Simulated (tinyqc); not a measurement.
# Body thickness for a wanted scale length

Question. A double-gate structure has tan(pi ti/Lambda) tan(pi ts/(2 Lambda)) = ei/eps_r, both angles below pi/2. Find ts.

Values chosen for this exercise; permittivities: semiconductor close to that of gallium nitride, insulator close to that of silicon dioxide:
- eps_r = 9.44 (relative permittivity of the semiconductor)
- ei = 3.96 (relative permittivity of the insulator)
- ti = 0.74 nm (insulator thickness)

Lambda = 15.309238 nm

Solution. The condition is explicit in ts: an arctangent, taken between 0 and pi/2.

ts = 11.9 nm

Program tinyqc, `OMP_NUM_THREADS=1 python tinyqc.py 2420097 2420098 out.jsonl`; Intel Xeon 2.30GHz, shared host, one thread, about 0.01 s.
